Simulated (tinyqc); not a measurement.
## Signal and retention of a DRAM cell: effect of the bit-line capacitance

A stored one starts at Vd and leaks: Cs dV/dt = -I(V), I = a sqrt((V + Vb)/(Vd + Vb)) + b, with a = Ig exp[-(Eg1 q/kB)(1/T - 1/T0)] (generation in a depletion layer) and b = Is exp[-(Es q/kB)(1/T - 1/T0)]. The bit line is precharged to Vd/2, and charge sharing gives the signal (V - Vd/2) Cs/(Cs + Cb).

The cell fails below Vc = Vd/2 + dm (Cs + Cb)/Cs. With s = sqrt((Vc + Vb)/(Vd + Vb)), the time from Vd to Vc is t = [2 Cs (Vd + Vb)/a] [1 - s - (b/a) ln((a + b)/(a s + b))]. This time is the median of a log-normal spread: failing cells = Nc erfc(z/sqrt 2)/2, z = ln(t/tr)/sg.

Values chosen for this exercise: array voltage Vd = 1.1 V; cell capacitance Cs = 10 fF; smallest signal that the sense amplifier resolves dm = 48 mV; built-in plus back-bias voltage of the storage junction Vb = 1.17 V; junction leakage at V = Vd and T0 Ig = 2.2 fA; voltage-independent leakage at T0 Is = 0.55 fA; activation energy of Is Es = 0.38 eV; reference temperature T0 = 358 K; temperature T = 358 K; deviation of ln(retention time) over the cells sg = 0.63; cells Nc = 1.07e9; refresh interval tr = 64 ms; activation energy of Ig Eg1 = 0.52 eV.

Constants: q = 1.602176634e-19 C, kB = 1.380649e-23 J/K. Results are converted to the units shown.

Results:

| Cb (fF) | Vc (V) | retention time (s) | failing cells |
|---|---|---|---|
| 15 | 0.6700 | 1.628 | 149.2 |
| 30 | 0.7420 | 1.346 | 712.7 |
| 45 | 0.8140 | 1.068 | 4237 |
| 60 | 0.8860 | 0.7935 | 3.445e4 |
| 90 | 1.030 | 0.2561 | 1.483e7 |

Estimate the missing row, Cb = 75 fF.

Computed row:

| Cb (fF) | Vc (V) | retention time (s) | failing cells |
|---|---|---|---|
| 75 | 0.9580 | 0.5230 | 4.572e5 |

With this row back in the table: Vc rises by dm/Cs = 4.80 mV for each fF, and the retention time falls from 1.63 to 0.256 s; the margin is gone at Cb = 105 fF.

Range of the model: Real arrays also hold a tail of unusually leaky cells and cells whose retention varies in time, which this model lacks.

Program tinyqc, `OMP_NUM_THREADS=1 python tinyqc.py 2130157 2130158 out.jsonl`; Intel Xeon 2.30GHz, shared host, one thread, about 0.01 s.
